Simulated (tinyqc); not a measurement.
Conductivities from two wire lengths.

Question. A wire with uniform heating p0 per length and ends at the substrate temperature has theta(L/2) = (p0/g)[1 - 1/cosh(L/(2 LH))], LH = sqrt(kap A/g). Find LH, g and kap.

Inputs (values chosen for the exercise):
```
symbol  value   unit                  meaning
A         190   nm^2            cross-section
p0      0.045  uW/nm  peak heating per length
```

theta at the middle for L = 380 and 760 nm (K): 42.169190  87.451371

Solution. With c = cosh(L1/(2 LH)) the longer wire has 2 c^2 - 1. The ratio of the two rises falls steadily from 4 to 1 as c grows, so it fixes c; g and kap follow.

LH = 188.4 nm
g = 0.3800 W/(m K)
kap = 71.00 W/(m K)

Computed by the program tinyqc: `OMP_NUM_THREADS=1 python tinyqc.py 2520137 2520138 out.jsonl`, one thread of a shared Intel Xeon 2.30GHz, about 0.01 s for the whole run.
